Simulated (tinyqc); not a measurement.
Cahn-Hilliard equation on a periodic one-dimensional grid: one step, computed by the program tinyqc. Command: `OMP_NUM_THREADS=1 python tinyqc.py 3021858 3021859 out.jsonl cahn walk`. One thread of a shared host (Intel(R) Xeon(R) Processor @ 2.30GHz), about 0.05 s of CPU time with the checks.

Free energy F = h sum_j [A (c_j^2 - 1)^2/4 + (kappa/2) ((c_(j+1) - c_j)/h)^2]; dc/dt = Lap(mu), mu = A (c^3 - c) - kappa Lap(c), Lap(y)_j = (y_(j+1) - 2 y_j + y_(j-1))/h^2, mobility 1; the grid has n = 12 points.

Task: The first step. Start: c_j = c0 + amplitude x (z_j - mean of z). c(new) = c + dt Lap(mu).

Inputs (values chosen for the exercise, in reduced units):
```
quantity                    value  unit
spacing h                     1.4     -
well depth A                  1.2     -
gradient coefficient kappa    1.6     -
mean composition c0         0.053     -
noise amplitude              0.02     -
time step dt                 0.13     -
```

Scheme: explicit Euler.

random numbers: 0.690  0.823  0.252  0.911  -0.583  0.063  0.320  0.391  -0.501  -0.737  0.510  -0.304

Give: c at the start; mu at the start; c after one step; F at the start; F after one step.

Result:

c at the start: 0.06374  0.06640  0.05498  0.06816  0.03828  0.05120  0.05634  0.05776  0.03992  0.03520  0.06014  0.04386

mu at the start: -0.06212  -0.06784  -0.08586  -0.04626  -0.08081  -0.05493  -0.06436  -0.05336  -0.05854  -0.06640  -0.03826  -0.08205

c after one step: 0.06204  0.06559  0.05880  0.06324  0.04229  0.04886  0.05770  0.05669  0.03974  0.03759  0.05537  0.04809

F at the start = 5.012

F after one step = 5.012
